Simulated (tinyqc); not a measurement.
Koster-Slater impurity in an sp3s* host, step by step. Values are carried at full precision from step to step, so a last printed digit may differ when a step is redone from the rounded ones.

sp3s* tight binding, nearest neighbours only: anion (a) at 0, cation (c) at a/4 (1,1,1), orbitals s, px, py, pz, s* on each; k in units of 2 pi/a. With phases e_j = exp(i (pi/2) k.n_j) for n = (1,1,1), (1,-1,-1), (-1,1,-1), (-1,-1,1): g0 = (e1+e2+e3+e4)/4, g1 = (e1+e2-e3-e4)/4, g2 = (e1-e2+e3-e4)/4, g3 = (e1-e2-e3+e4)/4. The diagonal holds the levels Esa, Epa, Exa (s*) and Esc, Epc, Exc. Anion-cation block: <sa|sc> = Vss g0; <sa|xc> = Vsapc g1; <xa|sc> = -Vscpa g1; <xa|xc> = Vxx g0; <xa|yc> = <ya|xc> = Vxy g3, <xa|zc> = <za|xc> = Vxy g2, <ya|zc> = <za|yc> = Vxy g1; <s*a|xc> = Vxapc g1; <xa|s*c> = -Vpaxc g1; y and z take g2 and g3 in place of g1; s-s* and s*-s* vanish.

Inputs chosen for the exercise (out of a larger set: near a published set for GaP; not measured data): p = (-8.094, 1.115, -2.217, 4.115, 8.484, 7.1, -7.541, 2.129, 5.105, 4.286, 6.307, 4.634, 5.138) eV (order Esa, Epa, Esc, Epc, Exa, Exc, Vss, Vxx, Vxy, Vsapc, Vscpa, Vxapc, Vpaxc); N = 4 (mesh); V = -14 eV (shift of the s level).

## The gap of the host

Gaps from the top of the valence band to Gamma, to the minimum on (x,0,0) from 0.5 to 1, and to L; the smallest is Eg.

top of the valence band on the scale of the parameters = 0.0106 eV

gaps (eV): Gamma 2.9271, Delta 2.3526, L 2.3967

Eg (smallest gap of the host) = 2.35261 eV

## Where the weight lies

A defect on an anion site (a) shifts the s level there by Vs or the three p levels by Vp and leaves the rest. A level in the gap solves 1/Vs = G_s(E) (symmetry A1) or 1/Vp = G_p(E) (T2, threefold), with G(E) = (1/N^3) sum over k and bands of w/(E - e), where w is the weight of the state on the s orbital of that site, or the mean weight on its px, py, pz. Mesh: k = f1 (-1,1,1) + f2 (1,-1,1) + f3 (1,1,-1), f = (j + 1/2)/N, j = 0 to N - 1. Energies from the top of the valence band at Gamma; the s* orbital of the site is left as it is. An infinite shift removes the s or p orbitals, the model of the ideal vacancy: G(E) = 0.

For each band: mean energy over the mesh and summed weights; each column of weights adds to one.

Bands:
```
band  mean energy (eV)  s weight  p weight
1              -10.939    0.7215    0.0113
2               -6.093    0.1267    0.1411
3               -2.120    0.0035    0.2190
4               -1.695    0.0010    0.2256
5                2.724    0.1166    0.0191
6                3.403    0.0176    0.0650
7                6.905    0.0001    0.1065
8                7.288    0.0001    0.1090
9               10.032    0.0047    0.0783
10              11.352    0.0082    0.0251
```

The filled bands hold 0.853 of the s orbital and 0.597 of each p orbital of the anion. Filled states add positive terms to G in the gap and empty ones negative terms.

## Green functions across the gap

G at nine energies E = Eg j/8.

G(E) (1/eV):
```
E (eV)       G_s       G_p
0.0000   0.04314   0.28236
0.2941   0.03387   0.19601
0.5882   0.02341   0.14964
0.8822   0.01085   0.11549
1.1763  -0.00532   0.08679
1.4704  -0.02813   0.06005
1.7645  -0.06513   0.03207
2.0585  -0.14359  -0.00285
2.3526  -0.63506  -0.07794
```

Both fall with E, as dG/dE = -sum w/(E - e)^2 demands. G_s changes sign, so the vacancy has a level of this symmetry in the gap. G_p changes sign, so the vacancy has a level of this symmetry in the gap.

## A first estimate from the table

A defect that shifts the s level of its anion site by V has a level where the host Green function G_s(E) equals 1/V; E is counted from the top of the valence band. Find it by linear interpolation between the two rows that bracket it.

1/V = -0.07143 1/eV
estimated level = 1.788 eV

## The level and its weight on the defect

Solve by bisection with the full sum. The weight of the bound state on the shifted orbital is G^2/(-G'), which is also dE/dV.

level = 1.8003 eV
G'(E) = -0.18390 1/eV^2
weight on the defect orbital = 0.0277

The level lies 1.800 eV above the valence band and 0.552 eV below the conduction band. Only 2.8 % of it sits on the shifted orbital, the rest on other orbitals (the s* of the same site among them), so a shift of 1 eV moves the level by about 28 meV.

## Checks

- Sum of the s weights over all bands against one: both 1.00000.
- First moment of the s weights against the s level of the site, on the scale of the parameters: both -8.09400.

tinyqc: `OMP_NUM_THREADS=1 python tinyqc.py 1481139 1481140 out.jsonl`; about 0.08 s, one thread, shared Intel(R) Xeon(R) Processor @ 2.30GHz.
